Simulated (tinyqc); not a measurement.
# Read current of a NAND string, cells in series solved by shooting: what changes with what

Cells in series, numbered from 0 at the source line (0 V) to the bit line, each followed by a gap resistance Rg. A cell with gate Vg, threshold VT, source Vs and drain Vd passes I = 2 nf K Vt^2 [F(Vs) - F(Vd)]/(1 + th max(Vg - VT, 0)), F(V) = ln^2(1 + exp((Vg - VT - nf V)/(2 nf Vt))). The selected cell has Vg = Vr, the others Vg = Vp.

Inputs (values chosen for the exercise); values of the order met in vertical NAND strings:
```
symbol,value,unit,meaning
T,300,K,temperature
K,8.6,uA/V^2,gain factor of a cell
nf,1.6,,slope factor
th,0.19,1/V,mobility reduction factor
Rg,20,kohm,resistance of the gap between cells
Vbl,0.4,V,bit-line voltage
Vp,7,V,pass voltage
Ve,-0.7,V,threshold of an erased cell
Vh,3.4,V,threshold of the highest state
Vx,2.4,V,threshold of the selected cell
Is,50,nA,sensing current
Vr,3.25,V,read voltage on the selected word line
```

Constants: q = 1.602176634e-19 C, kB = 1.380649e-23 J/K, Vt = kB T/q. Results are converted to the units shown.

Each table varies one quantity; the others keep the values above.

## Read current against the number of cells

For a trial current I start at 0 V and, cell by cell, solve for the drain: sqrt(F(Vd)) = sqrt(F(Vs) - I/k), k = 2 nf K Vt^2/(1 + th max(Vg - VT, 0)), Vd = [Vg - VT - 2 nf Vt ln(exp(sqrt F) - 1)]/nf, then add I Rg. The string current is the I for which the last node reaches Vbl. The apparent threshold is the Vr at which I = Is. Background: all other cells erased (VT = Ve) or all in the highest state (VT = Vh); ratio and shift are high over erased and high minus erased. The selected cell is in the middle, cell n/2.

Read current against the number of cells:

| n | I, others erased (uA) | I, others high (uA) | ratio | apparent VT, erased (V) | apparent VT, high (V) | background shift (mV) |
|---|---|---|---|---|---|---|
| 8 | 0.5771 | 0.4776 | 0.8276 | 2.539 | 2.545 | 5.633 |
| 16 | 0.3449 | 0.2720 | 0.7886 | 2.558 | 2.569 | 11.36 |
| 32 | 0.1906 | 0.1458 | 0.7648 | 2.595 | 2.618 | 23.09 |
| 64 | 0.1005 | 0.07555 | 0.7516 | 2.670 | 2.720 | 49.18 |
| 96 | 0.06825 | 0.05098 | 0.7470 | 2.750 | 3.038 | 287.5 |

With erased neighbours the current falls from 0.577 to 0.0682 uA, as n^(-0.74) between the first two rows and n^(-0.95) between the last two (-1 once the series resistance rules). The ratio falls from 0.828 to 0.747 and the background shift rises from 5.63 to 288 mV.

## Effect of the pass voltage

Same model as above.

The string has 64 cells and the selected one is cell 32.

Result of one run:

| Vp (V) | I, others erased (uA) | I, others high (uA) | ratio | apparent VT, erased (V) | apparent VT, high (V) | background shift (mV) |
|---|---|---|---|---|---|---|
| 7.5 | 0.1022 | 0.08030 | 0.7855 | 2.668 | 2.708 | 39.82 |

What becomes of these results when the pass voltage Vp is changed from 7.5 to 6.5 V, all else the same?

Result of the changed run:

| Vp (V) | I, others erased (uA) | I, others high (uA) | ratio | apparent VT, erased (V) | apparent VT, high (V) | background shift (mV) |
|---|---|---|---|---|---|---|
| 6.5 | 0.09863 | 0.06992 | 0.7089 | 2.673 | 2.737 | 63.20 |

The whole series:

| Vp (V) | I, others erased (uA) | I, others high (uA) | ratio | apparent VT, erased (V) | apparent VT, high (V) | background shift (mV) |
|---|---|---|---|---|---|---|
| 5.5 | 0.09417 | 0.05483 | 0.5823 | 2.680 | 2.844 | 163.2 |
| 6 | 0.09652 | 0.06314 | 0.6542 | 2.677 | 2.765 | 87.89 |
| 6.5 | 0.09863 | 0.06992 | 0.7089 | 2.673 | 2.737 | 63.20 |
| 7 | 0.1005 | 0.07555 | 0.7516 | 2.670 | 2.720 | 49.18 |
| 7.5 | 0.1022 | 0.08030 | 0.7855 | 2.668 | 2.708 | 39.82 |

As Vp goes from 5.5 to 7.5 V, the current with erased neighbours rises from 0.0942 to 0.102 uA, that with high neighbours rises from 0.0548 to 0.0803 uA and the ratio rises from 0.582 to 0.785. The background shift falls from 163 to 39.8 mV. A higher pass voltage also disturbs erased cells more, which this model leaves out.

tinyqc, about 0.4 s, one thread, Intel Xeon 2.30GHz (shared host): `OMP_NUM_THREADS=1 python tinyqc.py 2142149 2142150 out.jsonl`
